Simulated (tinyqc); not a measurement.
Internal loss and injection efficiency from two cavity lengths.

Question. The differential efficiency of both facets obeys 1/eta_d = (1/eta)[1 + 2 ai Lc/ln(1/(R1 R2))]. Find eta and ai.

Inputs (values chosen for the exercise): front reflectance R1 = 0.1; back reflectance R2 = 0.95.

differential efficiency at Lc = 300 and 750 um: 0.75320380  0.66140809

Answer. 1/eta_d is linear in Lc: the intercept is 1/eta, and slope over intercept is 2 ai/ln(1/(R1 R2)).

eta = 0.830
ai = 4.00 1/cm

Program tinyqc, `OMP_NUM_THREADS=1 python tinyqc.py 2840109 2840110 out.jsonl`; Intel Xeon 2.30GHz, shared host, one thread, about 0.02 s.
